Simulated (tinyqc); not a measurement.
# One-dimensional ballistic tunnel FET, two-band WKB: effect of temperature

A p-type source for x < 0 with its Fermi level at 0 and its valence edge at ds; in the channel the bands fall as D exp(-x/lam) towards their flat values, with the conduction edge at Ec = ds - dP and D = dP + Eg. The gate moves dP one to one. The drain Fermi level lies at -Vd and the drain side reflects nothing. For w = E - Ec between 0 and dP an electron crosses the gap. Two-band dispersion with equal masses m: inside the gap kappa = sqrt(m u (1 - u/Eg)/C), u the distance from a band edge, C = hbar^2/(2 m0).

S(w) = 2 lam int_0^Eg kappa(u) du/(w + Eg - u) = 2 pi lam sqrt(m/(C Eg)) [w + Eg/2 - sqrt(w (w + Eg))], T(w) = exp(-S). I = g (2 q^2/h) int_0^dP T(w) [f(E) - f(E + Vd)] dw, E = ds - dP + w, f(x) = 1/(1 + exp(x/Vt)). Swing = d(dP)/d(log10 I).

Inputs (values chosen for the exercise); band and dielectric values those of a made-up semiconductor:
- Eg = 0.398 eV (band gap)
- m = 0.025 m0 (band-edge mass of the two-band model)
- lam = 5.5 nm (screening length of the source junction)
- ds = 0.1 eV (source valence edge above the source Fermi level)
- Vd = 0.3 V (drain bias)
- g = 2 (number of degenerate subbands (spin apart))
- dP = 0.47 eV (tunnelling window Ev(source) - Ec(channel))

Constants: q = 1.602176634e-19 C, kB = 1.380649e-23 J/K, hbar = 1.054571817e-34 J s, h = 6.62607015e-34 J s, m0 = 9.1093837015e-31 kg, Vt = kB T/q, hbar^2/(2 m0) = 0.0380998212 eV nm^2. Results are converted to the units shown.

Result of one run:
```
T (K),I (uA),swing (mV/decade),Vt ln 10 (mV/decade)
250,5.059,418.2,49.61
```

What becomes of these results when the temperature T is changed from 250 to 350 K, all else the same?

Result of the changed run:
```
T (K),I (uA),swing (mV/decade),Vt ln 10 (mV/decade)
350,5.045,424.5,69.45
```

The whole series:
```
T (K),I (uA),swing (mV/decade),Vt ln 10 (mV/decade)
77,5.047,410.7,15.28
150,5.053,413.0,29.76
200,5.057,415.3,39.68
250,5.059,418.2,49.61
300,5.055,421.3,59.53
350,5.045,424.5,69.45
400,5.027,427.7,79.37
```

I goes from 5.05 through a maximum of 5.06 (at T = 250 K among the rows listed) to 5.03 uA, and the swing rises from 411 to 428 mV/decade, while the thermionic limit rises from 15.3 to 79.4 mV/decade. Gap and mass are held fixed. In every row S at w = dP is below 2, where a WKB prefactor of 1 is a rough guess.

tinyqc, about 0.01 s, one thread, Intel Xeon 2.30GHz (shared host): `OMP_NUM_THREADS=1 python tinyqc.py 2620086 2620087 out.jsonl`
